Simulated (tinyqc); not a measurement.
Deal-Grove kinetics of thermal oxidation of silicon: one step, computed by the program tinyqc. Command: `OMP_NUM_THREADS=1 python tinyqc.py 3031448 3031449 out.jsonl oxide walk`. One thread of a shared host (Intel(R) Xeon(R) Processor @ 2.30GHz), about 0.03 s of CPU time with the checks.

Oxidant diffuses through the oxide and reacts at the interface, so that dx/dt = B/(A + 2x) for the oxide thickness x.

Question. Two steps, the one at T2 first. B = B0 p exp(-E_B/(k_B T)), B/A = (B/A)0 p^m exp(-E_A/(k_B T)), p in atm; A = B/(B/A). Temperatures in kelvin are T(C) + 273.15. tau = (x_i^2 + A x_i)/B and x = (A/2) [sqrt(1 + 4 B (t + tau)/A^2) - 1], the root of x^2 + A x = B (t + tau). First t2 at T2 from x_i, then t at T from the thickness reached.

Inputs (values chosen for the exercise, close to those used for silicon):

| quantity | value | unit |
|---|---|---|
| prefactor B0 | 744 | um^2/h |
| activation energy E_B | 1.24 | eV |
| prefactor (B/A)0 | 4.05e+06 | um/h |
| activation energy E_A | 2 | eV |
| temperature T | 925 | C |
| oxidant pressure p | 0.25 | atm |
| pressure exponent m of B/A | 0.78 | - |
| initial oxide x_i | 0.025 | um |
| time t | 5.9 | h |
| temperature of step 2, T2 | 900 | C |
| time of step 2, t2 | 1.3 | h |

Ambient: dry oxygen. Surface: (100). Extension: second step.

length A = 0.2130358 um

parabolic constant B = 0.001131621 um^2/h

Constants: k_B = 8.617333262e-05 eV/K.

Give: thickness after t2 at T2; final thickness in this order.

Answer.

thickness after t2 at T2 = 0.028759 um

final thickness in this order = 0.051521 um
